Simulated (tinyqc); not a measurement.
# Changing the Sato parameter S

Model: collinear exchange A + BC -> AB + C on a London-Eyring-Polanyi-Sato surface: saddle, string of images and rate. Computed by tinyqc, a small Python program. Command: `OMP_NUM_THREADS=1 python tinyqc.py 3112435 3112436 out.jsonl leps sweep`. One thread of a shared host (Intel(R) Xeon(R) Processor @ 2.30GHz), about 0.3 s of CPU time with the checks.

x = r(AB), y = r(BC), r(AC) = x + y. V is counted from separated atoms, the barrier from A + BC, that is V + D(BC).

Inputs (values chosen for the exercise, for a model exchange):
```
quantity            value           unit
D(AB)                4.29             eV
r0(AB)               1.36       angstrom
beta(AB)             1.86     1/angstrom
D(BC)                3.49             eV
r0(BC)                1.1       angstrom
beta(BC)              2.1     1/angstrom
D(AC)                4.41             eV
r0(AC)               1.22       angstrom
beta(AC)             1.59     1/angstrom
mass of A              35              u
mass of B              16              u
mass of C           28.09              u
temperature T         900              K
step of the string  0.015  angstrom^2/eV
```

Constants: nu for 1 eV/(angstrom^2 u) = 15.6333042 THz; h x 1 THz = 4.135667696 meV; k_B = 1.380649e-23 J/K; u = 1.6605390666e-27 kg; k_B = 8.617333262e-05 eV/K.

Method:
- For each pair, with u = exp(-beta (r - r0)): Q = D [(3 + S) u^2 - (2 + 6 S) u]/(4 (1 + S)), J = D [(1 + 3 S) u^2 - (6 + 2 S) u]/(4 (1 + S)); V = Q1 + Q2 + Q3 - sqrt(((J1 - J2)^2 + (J2 - J3)^2 + (J3 - J1)^2)/2).
- String of 9 images between the fixed ends (r0(AB) + 2, r0(BC)) and (r0(AB), r0(BC) + 2), started on the two straight legs through (r0(AB) + 0.3, r0(BC) + 0.3): each iteration moves the inner images by -step x gradient (central differences) and spaces them evenly again along the broken line (coordinates are kept between 0.2 and 8 angstrom); stop when no coordinate changes by more than 1e-5 angstrom, at most 400 iterations.
- From the highest inner image, z -> z - H^-1 g with gradient g and Hessian H by central differences, steps capped at 0.15 angstrom, 12 steps.
- Wilson matrix G = [[1/m_A + 1/m_B, -1/m_B], [-1/m_B, 1/m_B + 1/m_C]]; eigenvalues lambda of G H give nu = 15.6333042 THz x sqrt(|lambda|), the negative one being imaginary. Reactant: nu_BC from k = 2 D beta^2 and 1/m_B + 1/m_C. Skew angle: cos = sqrt(m_A m_C/((m_A + m_B)(m_B + m_C))).
- One-dimensional rate constant without tunnelling, k = sqrt(k_B T/(2 pi mu)) [sinh(h nu_BC/(2 k_B T))/sinh(h nu_s/(2 k_B T))] exp(-barrier/(k_B T)) with mu = m_A (m_B + m_C)/(m_A + m_B + m_C); Wigner factor 1 + (h nu_i/(k_B T))^2/24; adiabatic barrier = barrier + h (nu_s - nu_BC)/2.

One run for each value:
```
Sato parameter S  barrier (eV)  imaginary frequency (THz)  real frequency at the saddle (THz)  adiabatic barrier (eV)
0.020                  0.38201                     10.876                              13.198                 0.35312
0.057                  0.26466                      7.941                              15.884                 0.24133
0.093                  0.16528                      5.480                              19.231                 0.14887
0.130                  0.08278                      3.479                              22.725                 0.07360
0.170                  0.02179                      1.666                              25.749                 0.01886
```

What does the table show?

Over the rows, barrier (eV) falls from 0.382 to 0.0218 (exponent d ln y / d ln x -0.35 between the first rows and -5.0 between the last); imaginary frequency (THz) falls from 10.9 to 1.67 (exponent d ln y / d ln x -0.30 between the first rows and -2.7 between the last); real frequency at the saddle (THz) rises from 13.2 to 25.7 (exponent d ln y / d ln x 0.18 between the first rows and 0.47 between the last).  Left out: 0.200, 0.240 (the string and Newton steps reached no saddle at least 0.02 eV above both asymptotes).

Caution (rows 0.130, 0.170): the adiabatic barrier is below k_B T, so the saddle is a poor dividing surface.

Extremes, crossings and ranges named in words are read from the listed rows.
